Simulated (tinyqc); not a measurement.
## Conductivities from two wire lengths

Inverse problem. A wire with uniform heating p0 per length and ends at the substrate temperature has theta(L/2) = (p0/g)[1 - 1/cosh(L/(2 LH))], LH = sqrt(kap A/g). Find LH, g and kap.

Values chosen for this exercise: cross-section A = 1100 nm^2; heating per length p0 = 0.018 uW/nm.

theta at the middle for L = 2100 and 4200 nm (K): [35.250620, 73.477922]

Solution. With c = cosh(L1/(2 LH)) the longer wire has 2 c^2 - 1. The ratio of the two rises falls steadily from 4 to 1 as c grows, so it fixes c; g and kap follow.

LH = 1049 nm
g = 0.1800 W/(m K)
kap = 180.0 W/(m K)

Computed by the program tinyqc: `OMP_NUM_THREADS=1 python tinyqc.py 2520034 2520035 out.jsonl`, one thread of a shared Intel Xeon 2.30GHz, about 0.01 s for the whole run.
